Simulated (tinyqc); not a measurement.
Precursor delivery by bubblers, mass-transport growth and the solid composition of a III-V alloy. Changing the growth temperature T. Computed by tinyqc, a small Python program. Command: `OMP_NUM_THREADS=1 python tinyqc.py 3001399 3001400 out.jsonl movpe_thermo sweep`. One thread of a shared host (Intel(R) Xeon(R) Processor @ 2.30GHz), about 0.01 s of CPU time with the checks.

1 sccm = 44.615 micromol/min; 1 torr = 133.322 Pa. The sources decompose fully at the surface.

Inputs (values chosen for the exercise, modelled on trimethylgallium (source 1) and trimethylindium (source 2) for the vapour pressures):
```
quantity                                                value      unit
bath temperature T1                                       276         K
bath temperature T2                                       290         K
bubbler pressure p_b                                     1000      torr
carrier flow F1                                           2.3      sccm
carrier flow F2                                           280      sccm
total flow F_t                                            9.2       slm
group-V flow F_V                                          280      sccm
reactor pressure p                                        100      torr
diffusivity at 273 K and 760 torr                        0.47    cm^2/s
flow cross-section A                                       76      cm^2
distance from the leading edge z                          6.7        cm
lattice constant a                                       5.92  angstrom
interaction L0 of the solid                              12.7    kJ/mol
vapour fraction x_v of D among the group-V sources       0.59         -
exchange energy dG_x of AC + (1/2) D2 -> AD + (1/2) C2    -12    kJ/mol
```

Alloy: mixing on the group-V sites.

constants a, b of source 1 (log10 torr, K): 8.046  1703

constants a, b of source 2 (log10 torr, K): 10.55  3014

Constants: k_B = 1.380649e-23 J/K; R = 8.314462618 J/(mol K).

Method:
- log10 p_v = a - b/T_bath; molar flow = F x 44.615 x p_v/(p_b - p_v) for a saturated bubbler.
- p_i = p n_i/(44615 F_t), F_t in slm; p_V = p F_V/(1000 F_t), counted per molecule supplied; V/III = 44.615 F_V/(n1 + n2); vapour fraction of source 2 = n2/(n1 + n2).
- Mean velocity u = (F_t/A)(760/p)(T/273); D = D0 (T/273)^1.75 (760/p); boundary layer delta = sqrt(pi D z/u); flux = D dp/(delta k_B T); growth rate = flux x a^3/4.
- At high V/III the group-V pressures at the surface equal those supplied, as dimers: p_D2/p_C2 = x_v/(1 - x_v). Equilibrium of the solid AC(1-x)D(x), A standing for the mix of both group-III metals: ln[x/(1 - x)] + L0 (1 - 2x)/(R T) = -dG_x/(R T) + (1/2) ln[x_v/(1 - x_v)]. Growth rate = rate per torr x (p_1 + p_2). Sensitivity dx/dx_v = [1/(2 x_v (1 - x_v))]/[1/(x (1 - x)) - 2 L0/(R T)].

One run for each value; columns: (1) growth temperature T (K); (2) solid fraction x; (3) growth rate (micrometre/h); (4) growth rate per torr of group III (micrometre/(h torr)):
```
(1)       (2)     (3)     (4)
850   0.97287  1.0447  163.12
900   0.96675  1.0673  166.65
950   0.96010  1.0892  170.06
1000  0.95298  1.1103  173.37
1050  0.94545  1.1308  176.57
1100  0.93757  1.1507  179.67
1150  0.92941  1.1701  182.69
```

What does the table show, and why?

Over the rows, solid fraction x falls from 0.973 to 0.929 (exponent d ln y / d ln x -0.11 between the first rows and -0.20 between the last); growth rate (micrometre/h) rises from 1.04 to 1.17 (exponent d ln y / d ln x about 0.37 throughout); growth rate per torr of group III (micrometre/(h torr)) rises from 163 to 183 (exponent d ln y / d ln x about 0.37 throughout). The rate per torr depends on T only weakly, as T^(1.75 - 1 - 0.375); pyrolysis limits at low T are left out. Left out: 800 (T lies near or inside the miscibility gap).

Caution (all rows): the boundary layer is a quarter or more of the root of the cross-section, so it fills much of the channel and depletion along the flow matters.

Extremes, crossings and ranges named in words are read from the listed rows.
